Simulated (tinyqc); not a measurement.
The 3-omega method: a line heater on a substrate with a thin film. From apparent film conductivity back to interface resistance R_i. Computed by tinyqc, a small Python program. Command: `OMP_NUM_THREADS=1 python tinyqc.py 3016419 3016420 out.jsonl threeomega inv`. One thread of a shared host (Intel(R) Xeon(R) Processor @ 2.30GHz), about 0.03 s of CPU time with the checks.

A current at angular frequency omega = 2 pi f heats the line at 2 omega with the amplitude P per length; the temperature swing Delta T at 2 omega gives a voltage at 3 omega. The substrate is taken as semi-infinite and isotropic, and the heat capacity of heater and film is left out.

Inputs (values chosen for the exercise, modelled on a phase-change telluride on silicon carbide):

| quantity | value | unit |
|---|---|---|
| substrate conductivity kappa | 408 | W/(m K) |
| substrate heat capacity C | 2.16 | 1e6 J/(m^3 K) |
| heater half-width b | 6.3 | micrometre |
| power amplitude per length P | 41 | W/m |
| current frequency f | 860 | Hz |
| film thickness t | 210 | nm |
| film conductivity kappa_f | 0.44 | W/(m K) |
| substrate thickness d_s | 380 | micrometre |
| temperature coefficient of resistance beta | 2.5 | 1e-3/K |
| voltage amplitude V_1 | 0.72 | V |

Method:
- D = kappa/C; q = sqrt(2 i omega/D); penetration depth 1/|q| = sqrt(D/(2 omega)).
- Delta T_s = (P/(pi kappa)) int_0^infinity (sin x/x)^2 / sqrt(x^2 + (q b)^2) dx with (q b)^2 = i |q b|^2, averaged over the heater width (12 Gauss-Legendre points on each of the pieces 0, 14 log-spaced edges from 1e-5 to 1, and multiples of pi to 40 pi; the tail adds 1/(4 (40 pi)^2)).
- For |q| b much below 1: Delta T_s = (P/(pi kappa)) [-ln(|q| b) + eta - i pi/4], eta = 3/2 - C_E = 0.92278, with Euler's C_E = 0.5772157.
- One-dimensional flow across the film: Delta T_f = P (t/kappa_f + R_i)/(2 b); total in-phase swing Delta T = Delta T_s + Delta T_f; third-harmonic amplitude V_3 = V_1 beta |Delta T|/2 with the out-of-phase part included; the apparent film conductivity is t/(t/kappa_f + R_i).

Question. A run gave the result below. Find the interface resistance R_i, known to lie between 4.1 and 12 m^2 K/GW.

apparent film conductivity = 0.4331087 W/(m K)

Answer.

Each step takes the trial c = (a f_b - b f_a)/(f_b - f_a), f being the result less the target and a, b, c the logarithms of the listed values; c replaces end b, the old b replaces a if the sign of f changed, and otherwise f_a is halved.

Scan of the range:

| interface resistance R_i (m^2 K/GW) | apparent film conductivity (W/(m K)) |
|---|---|
| 4.10 | 0.436252 |
| 4.90 | 0.435529 |
| 5.86 | 0.434663 |
| 7.01 | 0.433631 |
| 8.39 | 0.432399 |
| 10.00 | 0.430970 |
| 12.00 | 0.429208 |

False position (Illinois rule, in the logarithm of the input) inside the bracket:

| step | end a | end b | trial | apparent film conductivity (W/(m K)) |
|---|---|---|---|---|
| 1 | 7.01000 | 8.39000 | 7.56484 | 0.433135 |
| 2 | 8.39000 | 7.56484 | 7.59262 | 0.433110 |
| 3 | 8.39000 | 7.59262 | 7.59526 | 0.433108 |
| 4 | 7.59262 | 7.59526 | 7.59400 | 0.433109 |

Apparent film conductivity falls at every point of a 13-point scan of the range (every second point is shown), so one value fits; it is bracketed by 7.01 and 8.39. Answer: interface resistance R_i = 7.594 m^2 K/GW.

Caution: the penetration depth exceeds a fifth of the substrate thickness, so the back face is felt and the semi-infinite formula fails.
